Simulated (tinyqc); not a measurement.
Course in time: spin coating of a resist or spin-on film: centrifugal thinning, evaporation and the final thickness (Emslie and Meyerhofer models). Computed by tinyqc, a small Python program. Command: `OMP_NUM_THREADS=1 python tinyqc.py 3111325 3111326 out.jsonl spincoat walk`. One thread of a shared host (Intel(R) Xeon(R) Processor @ 2.30GHz), about 0.09 s of CPU time with the checks.

A Newtonian film stays uniform over the wafer; solvent and solids have the same density and the concentration is uniform through the thickness.

Inputs (values chosen for the exercise, of the order of those of a polymer resist in an ester solvent):
```
quantity                                 value          unit
solids volume fraction c0                 0.29             -
kinematic viscosity of the solvent nu_s    1.8        mm^2/s
viscosity constant k                       470        mm^2/s
viscosity exponent gamma                   2.3             -
spin speed f                              2000           rpm
evaporation rate at 1000 rpm e0           0.15  micrometre/s
starting thickness h0                      600    micrometre
wafer radius R                             100            mm
shrinkage in the bake                      4.7             %
```

Method:
- omega = 2 pi f/60; nu(c) = nu_s + k c^gamma; evaporation rate e = e0 sqrt(f/1000 rpm).
- Flow constant K = 2 omega^2/(3 nu(c0)); Reynolds number of the air omega R^2/nu_air with nu_air = 15 mm^2/s.
- Meyerhofer estimate: flow rules until (1 - c0) K h^3 = e, then evaporation alone: h_w = (e/((1 - c0) K))^(1/3), dry film c0 h_w.
- Full model for solids s and liquid l per area, h = s + l, c = s/h: ds/dt = -c Q, dl/dt = -(1 - c) Q - e, Q = 2 omega^2 h^3/(3 nu(c)); integrated adaptively (relative tolerance 1e-9) until l = 0.
- Dry film = s at l = 0, before the bake; film after the bake = s x (1 - shrinkage).
- Times are fractions of the time to dry.

omega = 209.440 1/s

evaporation rate e = 0.212132 micrometre/s

dry film = 2074.35 nm

dry film, estimate = 1934.78 nm

History:
```
fraction       t (s)  h (micrometre)        c  nu (mm^2/s)         Q/e  s (nm)
0.003     8.4756e-02          75.955  0.29005        29.08  2.0776e+03   22030
0.010     2.8252e-01          41.832  0.29028        29.13  3.4647e+02   12143
0.030     8.4756e-01          24.174  0.29144        29.38  6.6291e+01    7045
0.100     2.8252e+00          13.187  0.29890        31.03  1.0189e+01    3942
0.200     5.6504e+00           9.215  0.31602        35.02  3.0801e+00    2912
0.350     9.8881e+00           6.742  0.35482        45.16  9.3533e-01    2392
0.500     1.4126e+01           5.322  0.41259        63.15  3.2906e-01    2196
0.700     1.9776e+01           3.916  0.53669       114.12  7.2518e-02    2101
0.900     2.5427e+01           2.677  0.77595       264.05  1.0016e-02    2077
```

What does the comparison show, and why?

Q/e drops below 1 between t = 5.7 and 9.9 s, when c has risen from 0.29 to about 0.355; after that row the solids fall by a further 13 %. The full model gives 1.07 times the two-stage estimate.
